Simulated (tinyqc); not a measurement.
Schottky barrier on an n-type semiconductor with a surface-enhanced doping, non-linear Poisson equation by Newton steps: one step of the calculation.

One dimension, metal at x = 0, donor density C(x) = Nd + N0 exp(-x/Ls). Energies are counted from the electron Fermi level of the semiconductor and the conduction-band edge is Ec = -psi, so n = Nc exp(psi/Vt); holes follow the Fermi level of the metal, at -V, so p = Nv exp((V - psi - Eg)/Vt). Ends: psi(0) = V - phiB and psi = Vt ln(Nd/Nc) deep inside. Boltzmann statistics, full ionisation, no current, no image force in the Poisson equation.

Question. Newton step. Solve the tridiagonal system a_(i-1) d_(i-1) + b_i d_i + a_i d_(i+1) = -F_i for nodes 1 to 10, with d = 0 on fixed nodes. If the largest |d| exceeds 4 Vt, the whole step is scaled down so that it equals 4 Vt.

Parameters, values chosen for the exercise:
- T = 350 K (temperature)

Constants: q = 1.602176634e-19 C, kB = 1.380649e-23 J/K, Vt = kB T/q. Results are converted to the units shown.

coupling a_i, interval 0 to 10 (F/cm^2): 7.2014061e-8  6.3078010e-8  5.5752821e-8  4.8548805e-8  4.2780630e-8  3.7902137e-8  3.3237259e-8  2.8805624e-8  2.5416727e-8  2.2158173e-8  1.9640198e-8

```
node  diagonal b (F/cm^2)  residual F (C/cm^2)
1           -1.3509746e-7         6.4333230e-9
2           -3.0451420e-7        -1.5870368e-9
3           -7.3132731e-7        -1.6882264e-9
4           -7.1316099e-7        5.6639808e-10
5           -7.5500221e-7        2.0346888e-10
6           -8.2640663e-7        6.1093463e-11
7           -9.2560381e-7        1.5237120e-11
8           -1.0403268e-6        2.9840334e-12
9           -1.1721815e-6        4.6069551e-13
10          -1.3204334e-6        5.2826842e-14
```

psi after iteration 1, node 0 to 11 (V): -1.1600000  -0.5850815  -0.2738363  -0.2410952  -0.2453281  -0.2466123  -0.2470093  -0.2471188  -0.2471439  -0.2471484  -0.2471491  -0.2471492

Give: Newton step d, before damping; psi after iteration 2.

Answer.

Newton step d, before damping, node 1 to 10 (V): 0.04984  0.00477  -0.00190  0.00068  0.00031  0.00009  0.00002  0.00000  0.00000  0.00000
psi after iteration 2, node 0 to 11 (V): -1.160  -0.535  -0.269  -0.243  -0.245  -0.246  -0.247  -0.247  -0.247  -0.247  -0.247  -0.247

Numbers from tinyqc (`OMP_NUM_THREADS=1 python tinyqc.py 2020143 2020144 out.jsonl`; about 0.1 s on one thread of a shared Intel Xeon 2.30GHz).
